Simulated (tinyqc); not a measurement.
Changing the growth condition x: formation energy of a charged point defect from supercell energies. Computed by tinyqc, a small Python program. Command: `OMP_NUM_THREADS=1 python tinyqc.py 3028656 3028657 out.jsonl formation sweep`. One thread of a shared host (Intel(R) Xeon(R) Processor @ 2.30GHz), about 0.02 s of CPU time with the checks.

The host is a compound AB. Making the defect adds n_A = 0, n_B = -1, n_X = 1 atoms to the cell. All total energies are inputs. E_F is counted from the valence-band maximum (VBM); x = 0 is A-rich and x = 1 B-rich growth.

Inputs (values chosen for the exercise, for a model compound AB): gap E_g = 2.41 eV; E_VBM of the host cell = 1.428 eV; potential alignment dV = -0.14 eV; dielectric constant eps = 10.1; cell length L = 12.6 angstrom; mu_B of the pure element = -4.798 eV; formation enthalpy dH of AB = -1.85 eV; Fermi level E_F = 0.44 eV; temperature T = 800 K; site density N_s = 4.8e+22 cm^-3; mu_X of the pure element = -4.797 eV; formation enthalpy of AX = -0.74 eV.

Defect: impurity X on a B site. Supercell lattice: bcc.

charge states q: [2, 1, 0]

E(defect, q) - E(host), in the order of q (eV): [-1.038, 2.925, 5.414]

Constants: e^2/(4 pi eps_0) = 14.39964548 eV angstrom; k_B = 8.617333262e-05 eV/K.

Method:
- dmu_A = x dH and dmu_B = (1 - x) dH, so that dmu_A + dmu_B = dH; mu = mu(element) + dmu. The impurity is held at its solubility limit: dmu_X = min(0, dH(AX) - dmu_A).
- The reservoir term is sum n_i mu_i.
- Image-charge correction of a point charge in a neutralising background: E_corr = q^2 alpha e^2/(4 pi eps_0) / (2 eps L), alpha = 2.888462 for a bcc array with L the cube root of the volume.
- E_f(q, E_F) = [E(defect, q) - E(host)] - sum n_i mu_i + q (E_VBM + dV + E_F) + E_corr(q).
- E_f(q, E_F) = E_f(q, 0) + q E_F.
- c_q = N_s exp(-E_f(q, E_F)/k_B T), with all degeneracy factors one and no vibrational entropy.

One run for each value:
```
growth condition x  lowest formation energy (eV)  total concentration (cm^-3)  sum n_i mu_i (eV)
0.000                                      1.961                    2.136e+10          1.111e+00
0.125                                      1.961                    2.136e+10          1.111e+00
0.250                                      1.961                    2.136e+10          1.111e+00
0.375                                      1.961                    2.136e+10          1.111e+00
0.500                                      2.146                    1.459e+09          9.260e-01
0.625                                      2.377                    5.097e+07          6.947e-01
0.750                                      2.608                    1.780e+06          4.635e-01
0.875                                      2.839                    6.219e+04          2.323e-01
1.000                                      3.071                    2.172e+03          1.000e-03
```

Describe and explain the trends.

Over the rows, lowest formation energy (eV) rises from 1.96 to 3.07, flat over part of the range; total concentration (cm^-3) falls from 2.14e10 to 2170, flat over part of the range; sum n_i mu_i (eV) falls from 1.11 to 0.00100, flat over part of the range. The slope changes where the cap on mu_X passes between the element and the compound.

Caution (all rows): the largest image-charge correction in these energies, q^2 alpha e^2/(8 pi eps_0 eps L) with alpha = 2.888462, exceeds a quarter of the gap; the point-charge term alone is then a rough estimate, usually too large for a charge that is spread out.

Extremes, crossings and ranges named in words are read from the listed rows.
